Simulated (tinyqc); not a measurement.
Millisecond and nanosecond annealing: surface heating, thermal budget and solid-phase regrowth: one step, computed by the program tinyqc.

A square pulse heats the surface of a thick wafer with constant thermal properties; losses by radiation are neglected and silicon melts at 1414 C.

Problem. Temperature in depth and time. Absorbed flux q = (1 - R) fluence/t_p; kappa = k/c. With f(z, t) = (2 q/k) sqrt(kappa t) ierfc(z/(2 sqrt(kappa t))), ierfc(x) = exp(-x^2)/sqrt(pi) - x erfc(x): T = T0 + f(z, t) during the pulse and T0 + f(z, t) - f(z, t - t_p) after it.

Inputs (values chosen for the exercise, modelled on hot silicon with boron):
```
quantity,value,unit
incident fluence,5.41,J/cm^2
pulse length t_p,5.3e-05,s
reflectance R,0.49,-
thermal conductivity k,0.25,W/(cm K)
heat capacity per volume c,2.32,J/(cm^3 K)
preheat temperature T0,700,C
```

Source: scanned laser.

thermal length sqrt(kappa t_p) = 23.89813 um

Give: Temperature (C).

Solution.

Temperature (C):
```
t/t_p,surface,z = 0.5 thermal lengths,z = 1,z = 2
0.10,878,729,702.0,700.0
0.25,981,799,725.0,700.5
0.50,1097,897,782.9,708.5
0.75,1186,977,842.3,726.2
1.00,1262,1047,898.7,750.0
1.10,1111,1044,918.3,760.6
1.50,991,971,918.7,797.6
2.00,933,923,895.0,815.8
4.00,850,848,840.0,812.8
10.00,791,791,788.8,782.0
```

One tenth of a pulse length after the end the surface has lost 150 C: cooling starts as sqrt(t - t_p), much faster than heating ends.
